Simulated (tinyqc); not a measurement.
Carrier lifetime from Shockley-Read-Hall, radiative, Auger and surface recombination: one step, computed by the program tinyqc. Command: `OMP_NUM_THREADS=1 python tinyqc.py 3029610 3029611 out.jsonl lifetime walk`. One thread of a shared host (Intel(R) Xeon(R) Processor @ 2.30GHz), about 0.02 s of CPU time with the checks.

Energies are counted from the top of the valence band. Boltzmann statistics, full ionisation, and equal excess densities of electrons and holes.

Problem. Equilibrium densities. N_c = 2 M_c (2 pi m_e k_B T/h^2)^(3/2) and N_v = 2 (2 pi m_h k_B T/h^2)^(3/2), masses in units of m_0. n_i = sqrt(N_c N_v) exp(-E_g/2 k_B T); majority density N/2 + sqrt(N^2/4 + n_i^2), minority density n_i^2 over it.

Inputs (values chosen for the exercise, with bands modelled on CdS):
```
quantity             value   unit
gap E_g               2.52     eV
electron mass m_e    0.197    m_0
valleys M_c              1      -
hole mass m_h        0.804    m_0
temperature T          350      K
doping N           6.4e+16  cm^-3
```

Doping: n-type. Surface term: none.

Constants: m_0 = 9.1093837015e-31 kg; k_B = 1.380649e-23 J/K; h = 6.62607015e-34 J s; k_B = 8.617333262e-05 eV/K.

Give: N_c; N_v; n_i; n_0; p_0.

Solution.

N_c = 2.7650e+18 cm^-3

N_v = 2.2797e+19 cm^-3

n_i = 5.7093 cm^-3

n_0 = 6.40e+16 cm^-3

p_0 = 5.0931e-16 cm^-3
